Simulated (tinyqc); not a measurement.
Inside a calculation. Model: four-point probe, van der Pauw, Hall and spreading-resistance readings of a semiconductor layer. Computed by tinyqc, a small Python program that keeps every step. Command: `OMP_NUM_THREADS=1 python tinyqc.py 3113196 3113197 out.jsonl probe walk`. One thread of a shared host (Intel(R) Xeon(R) Processor @ 2.30GHz), about 0.01 s of CPU time with the checks. Intermediate numbers are printed to about 5 digits and carried at full precision; extremes and crossings named in words are read from the listed rows.

The layer is uniform and ohmic; contacts are points unless a radius is given.

Inputs (values chosen for the exercise, modelled on p-type silicon):
```
quantity,value,unit
carrier density n,7.9e+17,1/cm^3
drift mobility mu,100,cm^2/(V s)
layer thickness t,58,micrometre
probe spacing s,0.635,mm
current I,0.2,mA
side ratio a/b of the van der Pauw rectangle,1.7,-
magnetic field B,0.59,T
Hall factor r_H,0.81,-
wafer diameter over spacing D/s,84,-
```

Backing of the layer: insulating.

Constants: e = 1.602176634e-19 C.

## Resistivity and sheet resistance

rho = 1/(e n mu); R_s = rho/t.

resistivity rho = 0.079006 ohm cm

sheet resistance R_s = 13.622 ohm/square

## Four-point voltage

Collinear probes with equal spacing on a layer with insulating backing: images at depth 2 m t give V = (rho I/(2 pi s)) G, G = 1 + 4 sum_(m>=1) [1/sqrt(1 + (2 m u)^2) - 1/sqrt(4 + (2 m u)^2)], u = t/s; the sum runs to m = 20000, with the tail 3/(32 u^3 M^2) added to the sum for M = 20000. Limits: thick, rho = 2 pi s V/I; thin on an insulator, rho = (pi/ln 2) t V/I.

t/s = 0.091339

G = 15.178

voltage V = 0.60109 mV

rho by the thick formula = 1.1991 ohm cm

rho by the thin formula = 0.079006 ohm cm

The thick formula is off by +1417.8 % and the thin one by 0.0 %.

## Thickness correction

The last two columns give rho(formula)/rho for rho = 2 pi s V/I and rho = (pi/ln 2) t V/I.

Correction against t/s:
```
t/s,G,thick formula,thin formula
0.1,13.863,13.863,1.0000
0.2,6.931,6.931,1.0000
0.3,4.621,4.621,1.0000
0.5,2.780,2.780,1.0026
0.7,2.017,2.017,1.0187
1.0,1.504,1.504,1.0852
1.5,1.197,1.197,1.2955
2.0,1.094,1.094,1.5781
3.0,1.031,1.031,2.2304
5.0,1.007,1.007,3.6319
```

The thin formula holds to 1 % up to t/s = 0.5 and the thick one holds to 1 % from t/s = 5.

## Finite wafer

For a thin circular wafer probed at its centre, R_s = C V/I with C = pi/(ln 2 + ln[((D/s)^2 + 3)/((D/s)^2 - 3)]).

factor C = 4.5268

error if pi/ln 2 is used = 0.12268 %

## The two van der Pauw resistances

Thin rectangle with point contacts at the corners; for R_B current and voltage contacts lie along the two sides of length a, for R_A along those of length b: exp(-pi R_A/R_s) = (theta_4/theta_3)^4, exp(-pi R_B/R_s) = (theta_2/theta_3)^4 with q = exp(-pi a/b), theta_2 = 2 sum_(m>=0) q^((m + 1/2)^2), theta_3 = 1 + 2 sum_(m>=1) q^(m^2), theta_4 = 1 + 2 sum_(m>=1) (-1)^m q^(m^2).

R_A = 0.33249 ohm

R_B = 11.300 ohm

ratio R_B/R_A = 33.987

## Solving the van der Pauw equation

Solve exp(-pi z R_A) + exp(-pi z R_B) = 1 for z = 1/R_s by seven Newton steps from z = 2 ln 2/(pi (R_A + R_B)); f = R_s 2 ln 2/(pi (R_A + R_B)).

Steps:
```
step,1/z (ohm),left side less 1
0,26.362,2.2126e-01
1,16.794,6.0464e-02
2,14.080,8.8562e-03
3,13.636,2.6722e-04
4,13.622,2.6025e-07
5,13.622,0
6,13.622,0
```

R_s found = 13.622 ohm/square

correction f = 0.51672

Averaging R_A and R_B without f would overstate R_s by 93.5 %.

## Hall reading

V_H = r_H I B/(e n t); apparent density n/r_H; Hall mobility r_H mu; Hall angle tan = r_H mu B (SI).

Hall voltage = 0.013020 mV

apparent density = 9.7531e+17 1/cm^3

Hall mobility = 81 cm^2/(V s)

tangent of the Hall angle = 0.004779

Checks made by the program: thin limit of G, 2 ln 2/u at u = 0.02 (relative difference below 1e-10); R_s recovered (relative difference below 1e-10).
